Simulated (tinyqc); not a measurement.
# Thermal boundary conductance by the acoustic and diffuse mismatch models, step by step

A worked calculation. Computed by tinyqc, a small Python program that keeps every step. Command: `OMP_NUM_THREADS=1 python tinyqc.py 3025263 3025264 out.jsonl kapitza walk`. One thread of a shared host (Intel(R) Xeon(R) Processor @ 2.30GHz), about 0.01 s of CPU time with the checks. Intermediate numbers are printed to about 7 digits and carried at full precision; extremes and crossings named in words are read from the listed rows.

Each side has one longitudinal and two transverse Debye branches, omega = v q up to q_D = (6 pi^2 n)^(1/3), with n counting all atoms. Scattering at the interface is elastic. Electrons are left out of G, also for metals. Melting is ignored. G refers to the temperatures of the phonons sent towards the interface. Linear branches over all atoms overstate G at high T, most for crystals with several atoms a cell.

Inputs (values chosen for the exercise, modelled on gallium arsenide (side 1) and silica (side 2)):

| quantity | value | unit |
|---|---|---|
| density rho_1 | 5.48 | g/cm^3 |
| longitudinal velocity vL_1 | 5310 | m/s |
| transverse velocity vT_1 | 3110 | m/s |
| atom density n_1 | 43.7 | 1/nm^3 |
| conductivity kappa_1 | 48.9 | W/(m K) |
| density rho_2 | 2.22 | g/cm^3 |
| longitudinal velocity vL_2 | 6030 | m/s |
| transverse velocity vT_2 | 3820 | m/s |
| atom density n_2 | 67 | 1/nm^3 |
| conductivity kappa_2 | 1.39 | W/(m K) |
| temperature T | 4.2 | K |
| thickness d_1 | 30 | nm |
| thickness d_2 | 14000 | nm |
| heat flux J | 0.12 | kW/cm^2 |

Structure: film on a substrate.

Constants: hbar = 1.054571817e-34 J s; k_B = 1.380649e-23 J/K.

## Cut-off frequencies and impedances

omega_c = v q_D for each branch, given as hbar omega_c/k_B; impedance Z = rho v.

Branches:

| branch | v (m/s) | cut-off (K) | Z (1e6 kg/(m^2 s)) |
|---|---|---|---|
| L, side 1 | 5310 | 556.8414 | 29.0988 |
| T, side 1 | 3110 | 326.1350 | 17.0428 |
| L, side 2 | 6030 | 729.1532 | 13.3866 |
| T, side 2 | 3820 | 461.9180 | 8.4804 |

## Acoustic mismatch: transmission of each branch

No mode conversion. t(theta) = 4 Z_1 Z_2 cos(theta_1) cos(theta_2)/N^2, with N = Z_2 cos(theta_1) + Z_1 cos(theta_2) for L (the form for pressure waves) and N = Z_1 cos(theta_1) + Z_2 cos(theta_2) for both T branches (the form for shear waves polarised along the interface); sin(theta_2) = (v_2/v_1) sin(theta_1), and t = 0 beyond the critical angle arcsin(v_1/v_2); the mean over the incoming flux is alpha = 2 int t sin(theta_1) cos(theta_1) d theta_1 (64 Gauss-Legendre points).

Transmission:

| branch | t at normal incidence | largest angle from side 1 (deg) | alpha, 1 to 2 | alpha, 2 to 1 |
|---|---|---|---|---|
| L | 0.8632288 | 61.71447 | 0.7018479 | 0.9050834 |
| T | 0.8874564 | 54.50203 | 0.5257940 | 0.7932710 |

For L waves from side 1 the critical cone of 62 degrees bounds the transmission; the mean is 0.70 against 0.86 at normal incidence. For T waves from side 1 the critical cone of 55 degrees bounds the transmission; the mean is 0.53 against 0.89 at normal incidence.

## Diffuse mismatch: transmission at low frequency

A phonon forgets its side and branch: alpha(1 to 2) = S_2/(S_1 + S_2), S_i = 1/vL_i^2 + 2/vT_i^2.

S_1 = 2.422462e-07 s^2/m^2

S_2 = 1.645597e-07 s^2/m^2

diffuse alpha, 1 to 2 = 0.4045165

## Boundary conductance

G = (k_B^4 T^3/(8 pi^2 hbar^3)) int W(x) x^4 e^x/(e^x - 1)^2 dx, x = hbar omega/(k_B T). Acoustic mismatch: W = sum over the three branches of alpha(1 to 2)/v_1^2, each up to the lower of its two cut-offs. Diffuse mismatch: W = S_1 S_2/(S_1 + S_2), where S_i sums 1/v^2 over the branches of side i still below their cut-off. Radiation limit: W = min(S_1, S_2). The integral is split at the four cut-offs (64 Gauss-Legendre points a piece, x at most 45). Boundary resistance R = 1/G and Kapitza length kappa_2/G use the diffuse value.

G, acoustic mismatch = 0.1008992 MW/(m^2 K)

G, diffuse mismatch = 0.07399873 MW/(m^2 K)

G, radiation limit = 0.1242666 MW/(m^2 K)

boundary resistance R = 13513.75 m^2 K/GW

Kapitza length in side 2 = 18784.11 nm

The diffuse value is 0.73 times the acoustic one and 60 % of the radiation limit. Diffuse scattering lowers G here: it sends back a share of the phonons that specular transmission lets pass. Caution: kappa_2 is of room-temperature size, so the Kapitza length is only nominal at this T.

## Conductance against temperature

The formulas are those given above.

G (MW/(m^2 K)):

| T (K) | acoustic mismatch | diffuse mismatch | radiation limit |
|---|---|---|---|
| 2 | 0.01089507 | 0.007990361 | 0.01341827 |
| 5 | 0.1702355 | 0.1248494 | 0.2096605 |
| 10 | 1.361884 | 0.9987951 | 1.677284 |
| 20 | 10.89248 | 7.988720 | 13.41520 |
| 40 | 81.15556 | 60.03664 | 100.1686 |
| 80 | 351.2396 | 271.6576 | 437.4648 |
| 150 | 701.3729 | 555.2630 | 874.0974 |
| 300 | 941.4011 | 747.9631 | 1169.962 |
| 600 | 1024.742 | 814.1927 | 1271.985 |
| 1000 | 1044.204 | 829.6046 | 1295.759 |

All three follow T^3 at the cold end (exponent 3.00 for the diffuse model) and flatten at high T (exponent 0.04 at the hot end); the lowest cut-off is 326 K. The ratio of diffuse to acoustic goes from 0.73 to 0.79. The plateau is set by the frequencies that both sides share.

## Temperature rise through the stack

In series: Delta T = J (d_1/kappa_1 + R + d_2/kappa_2), with bulk conductivities in the layers and one-dimensional flow.

temperature drops (K): film 7.361963e-04, interface 16.21649, substrate 12.08633

total rise Delta T = 28.30356 K

interface share of film plus interface = 0.9999546

The interface takes the largest drop, 57 % of the total. Caution: the rise is not small against T, so constant conductivities fail; a rise of thousands of kelvin would destroy the stack. Caution: the conductivities are of room-temperature size; at this T real values can differ much and free paths can be long. Caution: R from emitted-phonon temperatures is too large for use in series with Fourier layers, by up to a factor of about 2. Caution: layers this thin are often below the phonon free path, where bulk conductivities and independent interfaces no longer hold.

Checks made by the program: detailed balance alpha_12/v_1^2 = alpha_21/v_2^2 (relative difference below 1e-10); low-temperature limit G = pi^2 k_B^4 T^3 alpha S_1/(30 hbar^3) (relative difference below 1e-10).
